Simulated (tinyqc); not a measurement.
Elastic strain and critical thickness of a cubic alloy layer A(1-x)B(x) on a thick substrate: one step, computed by the program tinyqc. Command: `OMP_NUM_THREADS=1 python tinyqc.py 3024317 3024318 out.jsonl misfit walk`. One thread of a shared host (Intel(R) Xeon(R) Processor @ 2.30GHz), about 0.01 s of CPU time with the checks.

Strain is positive in tension. The layer is coherent with the substrate unless said otherwise.

Question. Alloy by Vegard's rule, and misfit. a = (1 - x) a_A + x a_B, the same rule for each C_ij; misfit f = (a_S - a)/a, the in-plane strain of the coherent layer.

Inputs (values chosen for the exercise, modelled on Ga(1-x)In(x)As on GaAs):
```
quantity                        value      unit
fraction x of B                  0.31         -
lattice constant a_A            5.653  angstrom
lattice constant a_B            6.058  angstrom
substrate lattice constant a_S  5.653  angstrom
```

C11, C12, C44 of A (GPa): 118.2  52.83  58.48

C11, C12, C44 of B (GPa): 82.79  45.99  40.24

Give: free lattice constant a; elastic constants; misfit f.

Answer.

free lattice constant a = 5.77855 angstrom

elastic constants (GPa): C11 107.2229, C12 50.7096, C44 52.8256

misfit f = -0.021727

The layer is compressed in the plane by 2.17 %.
